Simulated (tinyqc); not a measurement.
What each parameter does: dielectric confinement in a thin film (image charges).

A film |z| < t/2 of dielectric constant eps between half-spaces of dielectric constant e2; lam = (eps - e2)/(eps + e2), q = e^2/(4 pi eps0). The self-energy of a band edge is taken with the high-frequency value, e2 = eh, and the field of a fixed ion with the static one, e2 = eo. A charge at z has images lam^|n| at n t + (-1)^n z. Its self-energy is S(z) = (q/2 eps) sum over n >= 1 of lam^n [1/(n t - 2z) + 1/(n t + 2z)] for odd n and 2 lam^n/(n t) for even n; at the centre S(0) = -(q/(eps t)) ln(1 - lam).

Donor at the centre, lam from the static eo, trial function cos(pi z/t) exp(-rho/l): E(l) = c/(m l^2) - (q/eps) times the integral over k of F(k t) (1 + (k l/2)^2)^(-3/2), with F(x) = F0 + 2 lam exp(-x) G/(1 - lam exp(-x)), F0 = 2[(1 - exp(-x/2))/x + x (1 + exp(-x/2))/(x^2 + 4 pi^2)], G = 2 sinh(x/2)[1/x - x/(x^2 + 4 pi^2)]; c = hbar^2/2m0. The binding energy is -E at the minimum, counted from the subband edge with its self-energy.

Constants: e^2/(4 pi eps0) = 14.39964547 eV angstrom; hbar^2/2m0 = 3.80998211 eV angstrom^2; Ry = 13.60569312 eV.

Values chosen for the exercise (near those of a Ge film between layers of HfO2; not measured data):
```
symbol  value  unit      meaning
t       74     angstrom  film thickness
eps     15.5             dielectric constant of the film
eh      4.1              high-frequency dielectric constant outside
eo      22.9             static dielectric constant outside
m       0.154  m0        mass in the plane
```

<S> is the mean over (2/t) cos^2(pi z/t).

Results for these values:
```
case  lam from eh  <S> (meV)  binding (meV)  l (angstrom)
base        0.582       12.6           14.2          48.5
```

What happens to each result for eps = 14, all else kept?

Answer: lam from eh falls from 0.582 to 0.547; <S> rises from 12.6 to 12.7; binding rises from 14.2 to 16.0; l falls from 48.5 to 45.4.

The same for each parameter in turn:
```
case             lam from eh  <S> (meV)  binding (meV)  l (angstrom)
base                   0.582       12.6           14.2          48.5
t = 84 angstrom        0.582       11.1           13.7          50.2
eps = 14               0.547       12.7           16.0          45.4
eo = 32.1              0.582       12.6           11.7          50.0
eh = 5.3               0.490        9.8           14.2          48.5
m = 0.185 m0           0.582       12.6           16.2          42.4
```

tinyqc: `OMP_NUM_THREADS=1 python tinyqc.py 1282206 1282207 out.jsonl`; about 0.07 s, one thread, shared Intel(R) Xeon(R) Processor @ 2.30GHz.
